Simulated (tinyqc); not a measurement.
Inside a calculation: strain-driven crossing of the Gamma and L valleys in a germanium-like crystal. Values are carried at full precision from step to step, so a last printed digit may differ when a step is redone from the rounded ones.

Biaxial loads: e0 is the in-plane strain e_par and the normal is free. (001): e_perp = -2 (C12/C11) e_par; exx = eyy = e_par, ezz = e_perp, no shear. (111): e_perp = -(2 C11 + 4 C12 - 4 C44)/(C11 + 2 C12 + 4 C44) e_par; exx = eyy = ezz = (2 e_par + e_perp)/3 and exy = eyz = ezx = (e_perp - e_par)/3. (110): e_perp = -(C11 + 3 C12 - 2 C44)/(C11 + C12 + 2 C44) e_par; exx = eyy = (e_par + e_perp)/2, ezz = e_par, exy = (e_perp - e_par)/2, eyz = ezx = 0. Uniaxial loads: a stress along n, scaled so that n.e.n = e0, with exx = s11 sxx + s12 (syy + szz), exy = s44 sxy/2, s11 = (C11 + C12)/((C11 - C12)(C11 + 2 C12)), s12 = -C12/((C11 - C12)(C11 + 2 C12)), s44 = 1/C44.

Constants: kB = 8.617333262e-05 eV/K; hc = 1239.841984 eV nm.

Inputs chosen for the exercise (near those of Ge, gaps at low temperature; the results hold for these values, not for the real material): C11 = 127.2 GPa; C12 = 48.9 GPa; C44 = 67.9 GPa; load = uniaxial [100] (kind of strain); e0 = 0.0233 (size of the strain); Eg = 0.904 eV (gap at Gamma to the s-like level); EgL = 0.753 eV (gap to L); Dso = 0.295 eV (spin-orbit splitting); ac = -8.08 eV (conduction deformation potential); av = 1.22 eV (valence hydrostatic potential); b = -2.58 eV (tetragonal shear potential); d = -5.36 eV (trigonal shear potential); aL = -1.39 eV (hydrostatic potential of the L edge, Xd + Xu/3); XuL = 16.35 eV (uniaxial potential, L); mG = 0.0432 m0 (mass at Gamma); mL = 0.553 m0 (density-of-states mass of the four L valleys together); T = 300 K (temperature).

## The strain tensor for a uniaxial [100] load

Form the tensor and its trace.

strain tensor in the cubic axes, rows x, y, z and columns alike:
```
[[0.023300, 0.000000, 0.000000],
 [0.000000, -0.006470, 0.000000],
 [0.000000, 0.000000, -0.006470]]
```

tr(e) = 0.010360

## Band edges

Edges from the unstrained valence top: Gamma at Eg + ac tr(e); an L valley with unit axis u at EgL + aL tr(e) + XuL (u.e.u - tr(e)/3), u along [111], [1-1-1], [-11-1], [-1-11]; valence edges are the levels of the 6 x 6 matrix of X, Y, Z times spin with -Dso/3 + l exx + m (eyy + ezz) on the diagonal (cyclic), n exy off it, l = av + 2 b, m = av - b, n = sqrt(3) d. Spin-orbit term (Dso/3) L.sigma on X, Y, Z with (L_k)_ij = -i epsilon_kij: <X+|H|Y+> = -i Dso/3, <X+|H|Z-> = Dso/3, <Y+|H|Z-> = -i Dso/3, <Z+|H|X-> = -Dso/3, <Z+|H|Y-> = i Dso/3, <X-|H|Y-> = i Dso/3, and their conjugates; + and - are the spin along z.

Give the edges and the direct and indirect gaps from the top valence edge.

Gamma edge = 0.8203 eV

L edges (eV): [111] 0.7386, [1-1-1] 0.7386, [-11-1] 0.7386, [-1-11] 0.7386

valence edges from the top (eV): [0.0894, -0.0193, -0.3272]

direct and indirect gap (eV): [0.7308, 0.6492]

The gap is indirect: Gamma lies 82 meV above the lowest L valley. The top two valence edges are 109 meV apart.

## Electrons in the Gamma valley

Non-degenerate, parabolic: share = mG^(3/2)/(mG^(3/2) + (mL^(3/2)/4) sum_i exp(-(E_Li - E_Gamma)/kT)). Also the offset at which four equal L valleys hold half of the electrons, kT ln((mL/mG)^(3/2)), and the wavelength hc/E of the direct gap.

(mL/mG)^(3/2) = 45.80
share in Gamma = 0.0925 %
offset for an even split = 98.9 meV
wavelength = 1696 nm

With the L valleys as they lie here, Gamma must be 99 meV below the lowest of them to hold half of the electrons at 300 K; it lies 82 meV above. A direct gap alone is not enough.

## Checks

- Gamma and lowest L edge at e0 = 0.05076, where the linear shifts make them meet (eV): both 0.7216.

tinyqc: `OMP_NUM_THREADS=1 python tinyqc.py 1050363 1050364 out.jsonl`; about 0.01 s, one thread, shared Intel(R) Xeon(R) Processor @ 2.30GHz.
